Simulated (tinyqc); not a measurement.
Polycrystalline film, grain-boundary barriers (Seto model): effect of the temperature.

One-dimensional grains of size Lg with donors N; each boundary has Qt acceptor-like traps per area at one level Et below the band edge. Trapped electrons qt deplete a width w = qt/N (both sides together) and raise a barrier Vb = q N w^2/(8 eps0 eps_r). Current crosses the barriers by thermionic emission at small bias. Abrupt depletion, full ionisation, Boltzmann statistics.

Nc is given at 273 K and scales as (T/273 K)^1.5; mg and vc are fixed. Partly depleted grains: the density at the grain centre is n0 = N and qt = Qt/(1 + 2 (Nc/N) exp((Vb - Et)/Vt)). If that gives qt >= N Lg, the grains are fully depleted: qt = N Lg, w = Lg and n0 = 2 Nc exp((Vb - Et)/Vt)/(Qt/(N Lg) - 1). Resistivity: barriers rb = Vt exp(Vb/Vt)/(q n0 vc Lg), grain interior rg = (1 - w/Lg)/(q mg N); effective mobility 1/(q N (rb + rg)).

Inputs (values chosen for the exercise); values close to those of polycrystalline silicon: relative permittivity of the semiconductor eps_r = 11.7; grain size Lg = 80 nm; trap density at a boundary Qt = 2.7e12 cm^-2; donor density N = 2.1e18 cm^-3; mobility inside a grain mg = 170 cm^2/(V s); collection velocity at the barrier vc = 7.7e6 cm/s; conduction-band density of states at the reference temperature Nc = 2.43e19 cm^-3; trap level below the band edge Et = 0.57 eV.

Constants: q = 1.602176634e-19 C, kB = 1.380649e-23 J/K, Vt = kB T/q, eps0 = 8.8541878128e-14 F/cm where lengths are in cm. Results are converted to the units shown.

The same in every row: n0 (cm^-3) = 2.1000e18.

Effect of the temperature:
```
T (K)	w/Lg	Vb (V)	resistivity (ohm cm)
220	0.16071	0.067111	0.046200
250	0.16071	0.067111	0.038100
280	0.16071	0.067111	0.033465
310	0.16071	0.067111	0.030569
340	0.16071	0.067111	0.028641
370	0.16071	0.067110	0.027297
400	0.16071	0.067109	0.026327
430	0.16070	0.067103	0.025608
```

What does the comparison show?

As T goes from 220 to 430 K, the barrier stays near 0.0671 V and the resistivity falls from 0.0462 to 0.0256 ohm cm. The grains are fully depleted in 0 of the 8 rows. The activation energy between the first two rows is 0.0305 eV. For T = 400 to 430 K the barrier is under 2 Vt, where the depletion and emission pictures are rough.

Numbers from tinyqc (`OMP_NUM_THREADS=1 python tinyqc.py 2610116 2610117 out.jsonl`; about 0.01 s on one thread of a shared Intel Xeon 2.30GHz).
